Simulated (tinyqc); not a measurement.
Trading HF for NH4F at fixed fluoride: speciation in dilute and buffered hydrofluoric acid, oxide etch rate and bath loading. Computed by tinyqc, a small Python program. Command: `OMP_NUM_THREADS=1 python tinyqc.py 3120778 3120779 out.jsonl hfetch walk`. One thread of a shared host (Intel(R) Xeon(R) Processor @ 2.30GHz), about 0.01 s of CPU time with the checks.

Concentrations stand for activities, NH4+ and Cl- are spectators, and water ionisation is neglected. H, F and HF2 denote the ions H+, F- and HF2-. The base temperature is 298 K.

Inputs (values chosen for the exercise, of the order of those for thermal oxide at room temperature): HF added = 0.28 mol/L; NH4F added = 0.64 mol/L; K1 = [H][F]/[HF] = 0.000661 mol/L; K2 = [HF2]/([HF][F]) = 4.53 L/mol; K3 = [H2F2]/[HF]^2 = 2.59 L/mol; rate constant of neutral HF k_a = 14 nm L/(min mol); rate constant of HF2 k_b = 59 nm L/(min mol).

Method:
- Fluoride balance: [HF] + [F] + 2 [HF2] + 2 [H2F2] = HF added + NH4F added. Acid balance: [H] + [HF] + [HF2] + 2 [H2F2] = HF added + HCl added. For a trial [H], [HF] = [H][F]/K1, and the fluoride balance is a quadratic in [F].
- Rate = k_a ([HF] + 2 [H2F2]) + k_b [HF2], an empirical two-term form.
- Total fluoride is held at HF + NH4F added, without HCl; x is the share added as HF.

Against x:
```
x         pH  [F] (mol/L)  [HF] (mol/L)  [HF2] (mol/L)  rate (nm/min)
0.05  5.1257      0.83797       0.00949        0.03603          2.265
0.15  4.5028      0.68191       0.03241        0.10012          6.437
0.30  3.9690      0.47678       0.07747        0.16733         11.392
0.40  3.6866      0.36468       0.11352        0.18753         13.588
0.50  3.4333      0.27259       0.15207        0.18778         14.885
0.60  3.1943      0.19758       0.19111        0.17106         15.417
0.75  2.8233      0.10906       0.24785        0.12244         15.149
0.90  2.3154      0.04103       0.30028        0.05581         14.036
1.00  1.6348      0.00934       0.32747        0.01385         13.179
```

[HF2] is largest at x = 0.5 and the rate at x = 0.6 among these rows; HF2 needs both HF and F. At its best the mixture etches 1.17 times as fast as HF alone.

Extremes, crossings and ranges named in words are read from the listed rows.
